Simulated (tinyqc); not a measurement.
## Impurity strength from the transmission

Inverse problem. An infinite chain has hopping -t with t = 1.8 eV and site energy 0; E = -2 t cos(k) with E = -2.54 eV. One site has the energy u > 0, so T(E) = 1/[1 + u^2/(4 t^2 sin^2 k)]. Find sin^2 k and u.

T(E) = 0.89150058

Solution. sin^2 k = 1 - (E/2t)^2, and u = 2 t |sin k| sqrt(1/T(E) - 1).

sin^2 k = 0.5022
u = 0.8900 eV

tinyqc, about 0.01 s, one thread, Intel Xeon 2.30GHz (shared host): `OMP_NUM_THREADS=1 python tinyqc.py 2660028 2660029 out.jsonl`
